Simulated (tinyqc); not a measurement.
Free and trapped electrons in a MOS channel with a dense trap tail: one step of the calculation.

p-type body, charge-sheet picture, full ionisation (an idealisation for deep acceptors), Boltzmann statistics for free electrons. e = Ec - EF at the surface. Acceptor-like traps of density D(E) = D0 + De exp(-E/Ew) at depth E below Ec, from 0 to Eu, hold n_t = integral of D(E)/(1 + exp((e - E)/Vt)). psi = Eg - Vt ln(Nv/Na) - e; N_dep = sqrt(2 eps0 eps_r Na (psi - Vt)/q); n_f = sqrt(N_dep^2 + 2 eps0 eps_r Vt Nc exp(-e/Vt)/q) - N_dep; Vg = Vfb + psi + q (N_dep + n_t + n_f)/Cox, Cox = eps0 eox/tox.

Task. Charges and gate voltage. psi, N_dep, n_f and Vg as defined, with the n_t given; free share n_f/(n_f + n_t); apparent mobility mf n_f/(n_f + n_t); gate voltage spent on traps q n_t/Cox.

Inputs (values chosen for the exercise); band and dielectric values close to those of 4H silicon carbide:

| symbol | value | unit | meaning |
|---|---|---|---|
| T | 300 | K | temperature |
| Eg | 3.28 | eV | band gap |
| eps_r | 9.76 |  | relative permittivity |
| Nc | 1.69e19 | cm^-3 | conduction-band density of states at T |
| Nv | 2.51e19 | cm^-3 | valence-band density of states at T |
| eox | 3.9 |  | relative permittivity of the insulator |
| tox | 54 | nm | insulator thickness |
| Na | 1.4e16 | cm^-3 | acceptor density |
| Vfb | -2.13 | V | flat-band voltage without trapped charge |
| mf | 230 | cm^2/(V s) | mobility of free electrons |
| e | 0.085 | eV | Ec - EF at the surface |

Constants: q = 1.602176634e-19 C, kB = 1.380649e-23 J/K, Vt = kB T/q, eps0 = 8.8541878128e-14 F/cm where lengths are in cm. Results are converted to the units shown.

n_t = 3.6741083e11 cm^-2

Wanted: psi; N_dep; n_f; Vg; free share; apparent mobility; gate voltage spent on traps.

Result.

psi = 3.001 V
N_dep = 6.703e11 cm^-2
n_f = 1.204e11 cm^-2
Vg = 3.773 V
free share = 24.68 %
apparent mobility = 56.77 cm^2/(V s)
gate voltage spent on traps = 0.9205 V

tinyqc, about 0.02 s, one thread, Intel Xeon 2.30GHz (shared host): `OMP_NUM_THREADS=1 python tinyqc.py 2222126 2222127 out.jsonl`
